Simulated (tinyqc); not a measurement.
The same scatterer in wider strips: conductance of a narrow metal strip with scatterers (square lattice, Green functions).

A strip of W sites across with hard walls, site energy 0 and hopping -t. Mode n = 1 to W has profile chi_n(j) = sqrt(2/(W + 1)) sin(n j pi/(W + 1)) and energy en = -2t cos(n pi/(W + 1)); E = en - 2t cos(kn a). With z_n = exp(i kn a) (Im k > 0 for closed modes, |z| < 1) each lead gives the self-energy -t z_n in mode n. One column carries the site energies v, here a notch at the edge (a site raised out of reach). In the mode basis V_nm = sum_j chi_n(j) v_j chi_m(j), G = (E - en + 2 t z_n - V)^-1, and t_nm = 2t sqrt(sin(kn a) sin(km a)) G_nm in size for open modes. T = sum |t_nm|^2, conductance (2e^2/h) T.

Constants: e^2/h = 3.874045865e-05 S.

Parameters, chosen for this exercise (hopping and spacing of the size met in Cu or Al; the lattice is a model; the results hold for these values, not for the real material): t = 0.95 eV (hopping); a = 2.63 angstrom (spacing); E = -2.16 eV (Fermi energy); v = (50, 0, 0, 0) eV (site energies in the scattering column).

Width (W + 1) a; the strength is the entry of v largest in size. The notch stays one site deep. Added resistance (1/T - 1/M)/(2 e^2/h), M the number of open modes.

Against width:
```
W   width (angstrom)  M       T     T/M  added resistance (ohm)
3               10.5  1  0.9428  0.9428                   783.1
4               13.2  2  1.2586  0.6293                  3801.6
5               15.8  2  1.8261  0.9130                   614.6
6               18.4  3  2.2132  0.7377                  1529.5
8               23.7  4  3.1563  0.7891                   862.5
10              28.9  5  4.0525  0.8105                   603.5
14              39.5  6  5.8019  0.9670                    73.4
20              55.2  9  8.6045  0.9561                    65.9
```

How do the results move, and what explains it?

The added resistance is 783 ohm at W = 3 and 65.9 at W = 20; from W = 10 to 20 it changes by a factor 0.11, where 1/M gives 0.56 and 1/M^2 gives 0.31. A point scatterer removes at most one unit of M (here 0.06 to 0.95), so its resistance is at most 1/(M (M - 1)) in units of h/2e^2, without bound for M = 1, with jumps where modes open or where the site sits near a node of the open modes; the largest value is at W = 4 (3802 ohm).

tinyqc: `OMP_NUM_THREADS=1 python tinyqc.py 1482180 1482181 out.jsonl`; about 0.01 s, one thread, shared Intel(R) Xeon(R) Processor @ 2.30GHz.
